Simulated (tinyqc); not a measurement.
# Long-channel MOSFET, surface-potential model: effects of single changes

n-channel transistor on a uniformly doped p-type body, gradual-channel approximation, constant mobility, Boltzmann statistics, full ionisation. Potentials are counted from the neutral body; V is the electron quasi-Fermi potential, Vsb at the source and Vsb + Vds at the drain. Charges are magnitudes per area.

Parameters, values chosen for the exercise; material values close to those of silicon: temperature T = 300 K; band gap Eg = 1.12 eV; relative permittivity of the semiconductor eps_r = 11.9; conduction-band density of states at T Nc = 2.81e19 cm^-3; valence-band density of states at T Nv = 2.65e19 cm^-3; acceptor density of the body Na = 7e15 cm^-3; relative permittivity of the gate insulator eox = 3.86; insulator thickness tox = 4.1 nm; flat-band voltage Vfb = -0.36 V; channel mobility mu = 130 cm^2/(V s); gate width W = 20 um; gate length L = 10 um; source-body reverse bias Vsb = 0 V; gate-source voltage Vgs = 0.26 V; drain-source voltage Vds = 0.5 V.

Constants: q = 1.602176634e-19 C, kB = 1.380649e-23 J/K, Vt = kB T/q, eps0 = 8.8541878128e-14 F/cm where lengths are in cm. Results are converted to the units shown.

Each table varies one quantity; the others keep the values above.

## Effect of the source-body reverse bias

ni = sqrt(Nc Nv) exp(-Eg/(2 Vt)), Eg in volts; phiF = Vt ln(Na/ni); Cox = eps0 eox/tox; gamma = sqrt(2 q eps0 eps_r Na)/Cox. The surface potential psi at channel potential V solves Vgs + Vsb - Vfb - psi = gamma sqrt(G), G = psi - Vt + Vt exp((psi - 2 phiF - V)/Vt). Charge sheet: Qi = Cox gamma [sqrt(G) - sqrt(psi - Vt)]; I = mu (W/L) [integral of Qi dpsi from psi_0 to psi_L (drift) + Vt (Qi0 - QiL) (diffusion)], with psi_0 at V = Vsb and psi_L at V = Vsb + Vds. VT = Vfb + 2 phiF + gamma sqrt(2 phiF + Vsb), m = 1 + gamma/(2 sqrt(2 phiF + Vsb)). The swing is 20 mV/log10[I(VT - 0.14 V)/I(VT - 0.16 V)] of the charge-sheet current at the given Vds.

The same in every row: gamma (V^0.5) = 0.05832.

Result of one run:
```
Vsb (V)  VT (V)      m  swing (mV/decade)  I at Vgs, Vds (uA)
1.5      0.4189  1.020              61.14            7.355e-6
```

What becomes of these results when the source-body reverse bias Vsb is changed from 1.5 to 1 V, all else the same?

Result of the changed run:
```
Vsb (V)  VT (V)      m  swing (mV/decade)  I at Vgs, Vds (uA)
1        0.4084  1.022              61.46            1.282e-5
```

The whole series:
```
Vsb (V)  VT (V)      m  swing (mV/decade)  I at Vgs, Vds (uA)
0        0.3810  1.035              63.50            6.457e-5
0.25     0.3891  1.030              62.55            3.857e-5
0.5      0.3962  1.027              62.03            2.533e-5
0.75     0.4025  1.024              61.70            1.765e-5
1        0.4084  1.022              61.46            1.282e-5
1.25     0.4138  1.021              61.28            9.595e-6
1.5      0.4189  1.020              61.14            7.355e-6
```

As Vsb goes from 0 to 1.5 V, VT rises from 0.381 to 0.419 V, the swing falls from 63.5 to 61.1 mV a decade and the current falls from 6.46e-5 to 7.35e-6 uA. The swing is 3.1 % above m Vt ln 10 in the first row and 0.73 % above it in the last. The gate voltage is below VT in 7 of the 7 rows.

## Effect of the insulator thickness

Same model as above.

Effect of the insulator thickness:
```
tox (nm)  gamma (V^0.5)  VT (V)      m  swing (mV/decade)  I at Vgs, Vds (uA)
1.4             0.01991  0.3491  1.012              61.90            1.869e-4
1.8             0.02560  0.3538  1.015              62.13            1.591e-4
2.5             0.03556  0.3621  1.021              62.55            1.204e-4
3.3             0.04694  0.3716  1.028              63.03            8.797e-5
4.5             0.06401  0.3858  1.038              63.74            5.541e-5
6.1             0.08677  0.4047  1.052              64.69            3.042e-5
8.2              0.1166  0.4296  1.070              65.93            1.423e-5
```

As tox goes from 1.4 to 8.2 nm, VT rises from 0.349 to 0.430 V, the swing rises from 61.9 to 65.9 mV a decade and the current falls from 1.87e-4 to 1.42e-5 uA. The swing is 2.7 % above m Vt ln 10 in the first row and 3.5 % above it in the last. The gate voltage is below VT in 7 of the 7 rows.

## Effect of the acceptor density of the body

Same model as above.

Result of one run:
```
Na (cm^-3)  gamma (V^0.5)  VT (V)      m  swing (mV/decade)  I at Vgs, Vds (uA)
1.3e15            0.02513  0.2650  1.016              62.54            0.001985
```

What becomes of these results when the acceptor density of the body Na is changed from 1.3e15 to 7e14 cm^-3, all else the same?

Result of the changed run:
```
Na (cm^-3)  gamma (V^0.5)  VT (V)      m  swing (mV/decade)  I at Vgs, Vds (uA)
7e14              0.01844  0.2274  1.012              62.42            0.005840
```

The whole series:
```
Na (cm^-3)  gamma (V^0.5)  VT (V)      m  swing (mV/decade)  I at Vgs, Vds (uA)
7e14              0.01844  0.2274  1.012              62.42            0.005840
1.3e15            0.02513  0.2650  1.016              62.54            0.001985
2.4e15            0.03415  0.3044  1.021              62.77            6.216e-4
4.4e15            0.04624  0.3463  1.028              63.12            1.798e-4
8.2e15            0.06312  0.3935  1.038              63.66            4.476e-5
1.5e16            0.08537  0.4449  1.050              64.39            1.006e-5
2.8e16             0.1166  0.5061  1.067              65.43            1.779e-6
```

As Na goes from 7e14 to 2.8e16 cm^-3, VT rises from 0.227 to 0.506 V, the swing rises from 62.4 to 65.4 mV a decade and the current falls from 0.00584 to 1.78e-6 uA. The swing is 3.6 % above m Vt ln 10 in the first row and 3.0 % above it in the last. The gate voltage is below VT in 6 of the 7 rows.

tinyqc, about 0.03 s, one thread, Intel Xeon 2.30GHz (shared host): `OMP_NUM_THREADS=1 python tinyqc.py 2360019 2360020 out.jsonl`
